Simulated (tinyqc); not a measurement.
Worked calculation: plane-wave Kohn-Sham cycle with exchange-only LDA in a layered model solid. One step of it, computed by the program tinyqc.

Problem. Iteration 2: levels at that k. Diagonalise the Hermitian matrix.

H (hartree):
```
           -3         -2         -1         +0         +1         +2         +3
-3   3.515691  -0.138225   0.017710   0.000176   0.000379  -0.000128   0.000056
-2  -0.138225   1.363229  -0.138225   0.017710   0.000176   0.000379  -0.000128
-1   0.017710  -0.138225   0.117067  -0.138225   0.017710   0.000176   0.000379
+0   0.000176   0.017710  -0.138225  -0.222796  -0.138225   0.017710   0.000176
+1   0.000379   0.000176   0.017710  -0.138225   0.343641  -0.138225   0.017710
+2  -0.000128   0.000379   0.000176   0.017710  -0.138225   1.816379  -0.138225
+3   0.000056  -0.000128   0.000379   0.000176   0.017710  -0.138225   4.195415
```

Give: eigenvalues.

Solution.

eigenvalues (hartree): -0.2968  0.1340  0.3716  1.3700  1.8215  3.5247  4.2036
